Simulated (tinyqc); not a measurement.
# Transit time and capacitance from two cut-off frequencies

Problem. 1/(2 pi fT) = tauF + Vt C/JC, C the sum of the junction capacitances per area. Find C, tauF and the limit of fT at high current.

Values chosen for this exercise: temperature T = 350 K.

Constants: q = 1.602176634e-19 C, kB = 1.380649e-23 J/K, Vt = kB T/q. Results are converted to the units shown.

JC (mA/um^2): [0.011, 0.48]
fT (GHz): [30.744591, 203.25031]

Answer. The delay is a straight line in 1/JC with slope Vt C and intercept tauF.

C = 1.640 fF/um^2
tauF = 0.6800 ps
limit of fT = 234.1 GHz

tinyqc, about 0.01 s, one thread, Intel Xeon 2.30GHz (shared host): `OMP_NUM_THREADS=1 python tinyqc.py 2320021 2320022 out.jsonl`
